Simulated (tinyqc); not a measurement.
Inside a calculation: valley splitting of a silicon quantum well in envelope theory. Values are carried at full precision from step to step, so a last printed digit may differ when a step is redone from the rounded ones.

Constants: hbar^2/2m0 = 3.80998211 eV angstrom^2; kB = 8.617333262e-05 eV/K.

Parameters, chosen for this exercise (near those of a strained Si well in SiGe; not measured data): k0 = 0.839 2 pi/a (valley position); a = 5.431 angstrom (lattice constant); ml = 0.918 m0 (mass along z); F = 13 mV/nm (field pressing towards the upper interface); w = 1 angstrom (interface width parameter); L = 58 angstrom (well width); V0 = 0.21 eV (conduction offset); C0 = 0.282 (Bloch overlap factor); Yb = 0.3 (Ge share of the barrier); Yw = 0 (Ge share of the well); ad = 170 angstrom (dot radius).

## Wave number and lengths

q = 2 k0 (2 pi/a), its wavelength, the field length (c/(ml e F))^(1/3) with c = hbar^2/2m0 and 1 mV/nm = 1e-4 eV/angstrom, and the damping factor y/sinh(y), y = pi q w, of a step smoothed as 1/(1 + exp(z/w)).

q = 1.9413 1/angstrom
wavelength = 3.237 angstrom
field length = 14.7 angstrom
damping factor = 0.0274

## The envelope

The well lies at 0 < z < L; U(z) = V0 [1/(1 + exp(z/w)) + 1/(1 + exp((L - z)/w))] - e F z, 1 mV/nm = 1e-4 eV/angstrom. The envelope psi solves -(c/ml) psi'' + U psi = E psi, c = hbar^2/2m0, by three-point differences on a grid of 0.1 angstrom from -40 to L + 40 angstrom. The two valleys at +/- k0 couple through D = C0 times the integral of exp(-i q z) U(z) psi^2, q = 2 k0 (2 pi/a), and split by Ev = 2|D|.

Two lowest levels, mean position, and psi^2 at both interfaces.

levels (meV): -35.84  0.98

<z> = 39.6 angstrom
psi^2 at z = 0 and L (1/angstrom): 6.87e-05  0.00555

The field makes psi^2 at the upper interface 80.8 times that at the lower one. The orbital spacing is 36.8 meV.

## Contributions to the coupling

Split D into the lower barrier, the upper barrier and the field term.

Parts of D (micro-eV):

| part | real | imaginary | size |
|---|---|---|---|
| lower barrier | 0.068 | 0.006 | 0.068 |
| upper barrier | 5.448 | 0.755 | 5.501 |
| field term | 0.056 | 0.017 | 0.059 |

## Valley splitting and phase

The inter-valley coupling D is the sum of the complex parts; Ev = 2|D|, the valley phase is arg D, and kB T equals Ev at T = Ev/kB.

Ev = 11.3 micro-eV
phase = 0.14 rad
T = 0.13 K

The upper barrier gives the largest part.

## Alloy disorder

Random alloy: with Y(z) = Yw + (Yb - Yw) B(z), B the bracket in U, and in-plane density exp(-r^2/ad^2)/(pi ad^2), D gains a random complex part of variance sigma^2 = (C0^2/pi)(a^2 V0/(8 ad (Yb - Yw)))^2 (4/a) times the integral of psi^4 Y (1 - Y). Alone it gives a mean splitting sqrt(pi) sigma; together with the smooth part the rms splitting is 2 sqrt(|D|^2 + sigma^2).

Give the integral, sigma, the mean splitting from disorder alone and the rms total.

integral = 2.27e-05 1/angstrom
sigma = 9.9 micro-eV
sqrt(pi) sigma = 17.5 micro-eV
rms splitting = 22.7 micro-eV

|D|/sigma = 0.57: the two parts are comparable.

## Checks

- Lowest level for sharp walls and no field against the square well, meV: both 9.1.
- Size of one barrier part in that case against C0 V0 psi(0)^2/sqrt(q^2 + 4 kappa^2), micro-eV: 38 against 39.

tinyqc: `OMP_NUM_THREADS=1 python tinyqc.py 1280130 1280131 out.jsonl`; about 0.08 s, one thread, shared Intel(R) Xeon(R) Processor @ 2.30GHz.
